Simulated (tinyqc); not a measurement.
Inside a calculation: Bethe-Salpeter matrix of a two-band chain (Tamm-Dancoff form). Values are carried at full precision from step to step, so a last printed digit may differ when a step is redone from the rounded ones.

One valence and one conduction band, lattice period 1, mesh k = 2 pi j/N. Pair energies D(k) = Eg + 2 t sum(1 - cos k), t = tc + tv. Screened attraction W(R) = U at R = 0 and V/|R| otherwise, R over the N cells with the nearest image; W(q) = sum_R W(R) cos(q R). H(k, k') = D(k) delta - W(k - k')/Nk + 2 J/Nk for singlets (J = 0 for triplets), Nk the number of k points. With a constant transition dipole the strength of a state is f = (sum_k A_k)^2/Nk, and the f sum to 1.

Inputs chosen for the exercise: Eg = 5.8 eV (quasiparticle gap); tc = 0.66 eV (conduction hopping); tv = 0.6 eV (valence hopping); U = 0.57 eV (attraction in the same cell); V = 0.2 eV (attraction at one cell distance); J = 0.49 eV (exchange in the same cell); N = 6 (k points along each axis).

## Pair energies and the kernel

List D(k), W(R) and W(q) on the mesh.

Mesh values (eV):
```
index j   D(k_j)  W(R = j)  W(q_j)
j0        5.8000    0.5700  1.2367
j1        7.0600    0.2000  0.6033
j2        9.5800    0.1000  0.3367
j3       10.8400    0.0667  0.3033
j4        9.5800    0.1000  0.3367
j5        7.0600    0.2000  0.6033
```

## The singlet matrix

Fill in H.

H (eV):
```
        j0      j1      j2       j3      j4      j5
j0  5.7572  0.0628  0.1072   0.1128  0.1072  0.0628
j1  0.0628  7.0172  0.0628   0.1072  0.1128  0.1072
j2  0.1072  0.0628  9.5372   0.0628  0.1072  0.1128
j3  0.1128  0.1072  0.0628  10.7972  0.0628  0.1072
j4  0.1072  0.1128  0.1072   0.0628  9.5372  0.0628
j5  0.0628  0.1072  0.1128   0.1072  0.0628  7.0172
```

## Exciton levels and strengths

Diagonalise. For the lowest state give the amplitudes A_k (norm 1, largest positive) and f = (sum_k A_k)^2/Nk, Nk the size of the matrix.

levels (eV): 5.7444  6.9090  7.1105  9.4310  9.6537  10.8147

amplitudes of the lowest state: j0 0.998, j1 -0.041, j2 -0.025, j3 -0.020, j4 -0.025, j5 -0.041

f of the lowest state = 0.119

The lowest state lies 0.0556 eV below the gap Eg = 5.8 eV and holds 12 % of the strength, against 17 % for one free pair. On a fine mesh the triplet and singlet bindings are 0.1581 and 0.0341 eV.

## Spectrum with and without the kernel

Distinct levels with their degeneracy and summed f, for singlets, beside the sorted triplet levels and free pairs.

Singlets:
```
E (eV)   degeneracy       f
5.7444            1  0.1192
6.9090            1  0.0000
7.1105            1  0.2906
9.4310            1  0.0000
9.6537            1  0.3477
10.8147           1  0.2424
```

triplet levels (eV): 5.5740  6.8048  6.9090  9.3141  9.4310  10.6504

free pairs (eV): 5.8000  7.0600  7.0600  9.5800  9.5800  10.8400

2 of the 6 singlets are dark; those whose amplitude vanishes at R = 0 also feel neither U nor J. The lowest singlet lies 0.1704 eV above the lowest triplet; first order gives 2 J f = 0.2395 eV with the f of the triplet envelope. The centre of the spectrum, sum f E = 8.7300 eV, equals mean D - U + 2J = 8.7300 eV.

## Checks

- Levels from the matrix in the electron-hole distance R against those in k: they agree to 1e-10 or better.

tinyqc: `OMP_NUM_THREADS=1 python tinyqc.py 1252797 1252798 out.jsonl`; about 0.08 s, one thread, shared Intel(R) Xeon(R) Processor @ 2.30GHz.
